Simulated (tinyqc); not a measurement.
Landau levels of massive Dirac electrons in two valleys, step by step. Values are carried at full precision from step to step, so a last printed digit may differ when a step is redone from the rounded ones.

In a field B along z: l = 1/sqrt((e/hbar) B) is the magnetic length, n_B = B/(h/e) the number of states per area in one level, hbar wc = 2 muB B/m for mass m in m0; 1/angstrom^2 = 1e16/cm^2.

Constants: e/hbar = 1.519267448e-05 1/(T angstrom^2); h/e = 413566.7697 T angstrom^2; muB = 5.788381798e-05 eV/T; e^2/h = 3.874045865e-05 S.

Values chosen for the exercise (near those of a WSe2 monolayer; shifted at random, so the results belong to these values and not to a real crystal): B = 4 T (magnetic field); n = 4.5 x 1e11/cm^2 (electron sheet density); hv = 3.22 eV angstrom (hbar v); D = 1.85 eV (gap).

## Scales set by the field

Give l, n_B and the filling factor nu = n/n_B.

l = 128.28 angstrom
n_B = 0.9672 x 1e11/cm^2
nu = 4.653

## The lowest levels

H = hv (tau kx sx + ky sy) + (D/2) sz. Conduction levels E_N = sqrt(D^2/4 + 2N hv^2/l^2) - D/2 from the band edge; N = 1, 2, ... occur in both valleys, N = 0 in one valley only (its partner in the other valley lies at the valence edge). Each state is twofold in spin; spin splittings are left out, although in real dichalcogenides the spin-orbit splitting exceeds the level spacing and changes the filling sequence.

List the eight lowest, in meV, with the gap to the next.

Levels:
```
label  E (meV)  gap above (meV)
0        0.000            0.681
1        0.681            0.680
2        1.361            0.680
3        2.041            0.679
4        2.721            0.679
5        3.400            0.678
6        4.078            0.678
7        4.756            0.677
```

The largest of these gaps, 0.68 meV, first occurs above level 0 and is kB T at 8 K.

## Where EF lies

Level 0 takes 2 n_B electrons and each higher level 4 n_B. At zero temperature and without broadening EF sits in the partly filled level.

Fill the listed levels in order up to nu; give the partly filled level, its energy and its filled share.

level: 1

EF = 0.681 meV
filled share = 0.663

## Fields of the Hall plateaus

A plateau is centred where nu = n/n_B equals 2, 6, 10, 14, 18, 22; there rho_xy = h/(nu e^2).

Plateaus:
```
nu  B (T)  1/B (1/T)  rho_xy (kohm)
2   9.305     0.1075        12.9064
6   3.102     0.3224         4.3021
10  1.861     0.5373         2.5813
14  1.329     0.7523         1.8438
18  1.034     0.9672         1.4340
22  0.846     1.1821         1.1733
```

## Checks

- Level 2 from the matrix in 40 oscillator states against the formula, meV: both 1.361.

(tinyqc, `OMP_NUM_THREADS=1 python tinyqc.py 1281129 1281130 out.jsonl`, Intel(R) Xeon(R) Processor @ 2.30GHz, 1 thread, shared host, about 0.01 s.)
